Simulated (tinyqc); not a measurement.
Inside a calculation: free and nearly free electrons in a metal. Values are carried at full precision from step to step, so a last printed digit may differ when a step is redone from the rounded ones.

The cubic cell holds 4 atoms: n = 4 z/a^3, kF = (3 pi^2 n)^(1/3), EF = c kF^2/m, vF = 2 c kF/(m hbar), c = hbar^2/2m0; rs = (3/(4 pi n))^(1/3)/a0; D(EF) = 3 n/(2 EF).

Constants: hbar^2/2m0 = 3.80998211 eV angstrom^2; hbar = 6.58211957e-16 eV s; a0 (Bohr radius) = 0.5291772105 angstrom; kB = 8.617333262e-05 eV/K.

Values chosen for the exercise (near those of Al; not measured data): a = 4.037 angstrom (fcc lattice constant); z = 3 (free electrons an atom); m = 1 m0 (mass); rho = 2.69 micro-ohm cm (bulk resistivity); T = 300 K; V = 0.77 eV (|V_G| for G = (111)); x = 0.8 (k along G as a share of |G|/2).

## The Fermi sphere

Evaluate the free-electron quantities.

n = 0.18239 1/angstrom^3
kF = 1.7545 1/angstrom
EF = 11.728 eV
vF = 2.031e+06 m/s
rs = 2.067
D(EF) per atom = 0.3837 1/eV

## Relaxation time and mean free path

Drude: 1/rho = n e^2 tau/(m m0) with e = 1.602176634e-19 C and m0 = 9.1093837e-31 kg; mean free path l = vF tau; rho l = hbar kF/(n e^2) = 12 pi^3 hbar/(e^2 S) with S = 4 pi kF^2 does not depend on tau or m.

Use SI units: n in 1/m^3 (1e30 per 1/angstrom^3), rho in ohm m (1e-8 per micro-ohm cm).

tau = 7.23 fs
l = 14.69 nm
rho l = 3.952 1e-16 ohm m^2

Wires lose conductivity to surfaces and grain boundaries, with an excess that scales as rho l over the width and is of the order of rho itself at a width of l = 15 nm.

## Thermal quantities

gamma = (pi^2/3) kB^2 D(EF) per atom, times 96485.33 x 1e3 for mJ/(mol K^2); mu(T) = EF (1 - (pi kB T/EF)^2/12); Wiedemann-Franz kappa = L0 T/rho with L0 = (pi^2/3) (kB/e)^2, kB/e in V/K.

gamma = 0.904 mJ/(mol K^2)
mu - EF = -0.0469 meV
kappa = 272 W/(m K)

## The sphere against the zone faces

Take G = (hkl) 2 pi/a for (111), (200) and (220), with the number of equivalent faces. The Bragg plane of G lies at |G|/2 with |G| = (2 pi/a) sqrt(h^2 + k^2 + l^2). Where kF exceeds it, the sphere cuts the plane in a circle of radius sqrt(kF^2 - G^2/4).

Distance and circle for each G:
```
G      faces  |G|/2 (1/angstrom)  kF/(|G|/2)  circle radius
(111)      8              1.3479      1.3016         1.1231
(200)      6              1.5564      1.1273         0.8098
(220)     12              2.2011      0.7971              -
```

The sphere crosses the (111) and (200) faces, so electrons spill into higher zones.

## Two plane waves near the face

Two plane waves k and k - G, G = (111) (2 pi/a): H = [[c k^2/m, V], [V, c (k - G)^2/m]] with c = hbar^2/2m0.

Build H for k along G, diagonalise, and give the weight of the first wave in the lower state and its velocity along G relative to a free electron, (w k + (1 - w)(k - G))/k.

H (eV):
```
        1       2
1  4.4300  0.7700
2  0.7700  9.9676
```

levels (eV): 4.3250  10.0726

w = 0.9817
v/v_free = 0.9543

The splitting is 5.748 eV here and 2V = 1.54 eV on the face, where the normal velocity vanishes. There the lower band lies at 6.152 eV and the upper at 7.692 eV, both below the free EF of 11.728 eV: the face centre is filled in both bands and band 2 holds electrons here, while band 1 may keep holes at the zone corners.

## Checks

- Lower level against the closed form of the 2 x 2 problem (eV): both 4.3250.
- The product rho l against hbar kF/(n e^2) (1e-16 ohm m^2): both 3.952.

Run: tinyqc, `OMP_NUM_THREADS=1 python tinyqc.py 1651690 1651691 out.jsonl`; Intel(R) Xeon(R) Processor @ 2.30GHz, one thread, shared host; about 0.01 s of CPU time with all checks.
